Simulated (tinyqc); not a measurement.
Rise against time: self-heating of a transistor with one or more fingers, with temperature-dependent conductivity. Computed by tinyqc, a small Python program. Command: `OMP_NUM_THREADS=1 python tinyqc.py 3017845 3017846 out.jsonl selfheat walk`. One thread of a shared host (Intel(R) Xeon(R) Processor @ 2.30GHz), about 0.09 s of CPU time with the checks.

N long parallel fingers lie on the top face of a slab whose bottom is held at T_0; the top is otherwise insulated, and heat flows in two dimensions. P in W/mm is 1000 P in W/m.

Inputs (values chosen for the exercise, modelled on sapphire):
```
quantity,value,unit
conductivity at the base temperature kappa_0,34.9,W/(m K)
power per gate width P,0.17,W/mm
fingers N,1,-
finger pitch s,17,micrometre
width of the heat source w,0.41,micrometre
substrate thickness t,290,micrometre
heat capacity C,2.99,1e6 J/(m^3 K)
pulse length,80,microsecond
```

Power: power rises with temperature.

Method:
- A line source of power P on the top face raises the top at distance x by (P/(pi kappa_0)) g(x), g(x) = -ln tanh(pi x/(4 t)) (the image sum for the slab). On a strip of width w the centre sees the mean of g over the strip, g_0 = 1 + ln(8 t/(pi w)) for w much below t.
- theta_i = (P/(pi kappa_0)) [g_0 + sum over j != i of g(|i - j| s)], with equal powers and constant conductivity; thermal resistance = largest theta/P.
- After switching on, theta(tau) = (P D/kappa_0) int_0^tau X(u) Z(u) du at the hottest finger, D = kappa_0/C; X = sum over fingers at distance x of [erf((x + w/2)/r) - erf((x - w/2)/r)]/(2 w), Z = sum_(j=-200..200) (-1)^j exp(-(2 j t/r)^2)/sqrt(pi D u), r = 2 sqrt(D u); trapezoid rule on 300 points evenly spaced in ln u from u_0 = 1e-3 min(tau, w^2/D) to tau, plus the exact piece 2 sqrt(u_0/(pi D))/w below u_0. Conductivity and power are held at their base values here, and Fourier's law is used even where the diffusion length is near a phonon free path.

diffusivity D = 11.6722 micrometre^2/microsecond

theta of each finger (K): [13.1734]

largest theta = 13.1734 K

Heating curve:
```
time (microsecond),sqrt(D time) (micrometre),rise (K),share of the steady rise
0.0072,0.28990,2.7467,0.2085
0.072,0.91673,4.5033,0.3419
0.72,2.8990,6.2855,0.4771
7.2,9.1673,8.0703,0.6126
72,28.990,9.8554,0.7481
360,64.823,11.103,0.8428
1400,127.83,12.154,0.9227
4300,224.03,12.906,0.9797
11000,358.32,13.155,0.9986
```

Half the steady rise is reached between 0.72 and 7.2 microseconds, and the last row holds 99.9 % of it; the slowest time constant is 4 t^2/(pi^2 D) = 2920 microseconds. While the diffusion length lies between w and the pitch or thickness, the rise grows as the logarithm of time.

Extremes, crossings and ranges named in words are read from the listed rows.
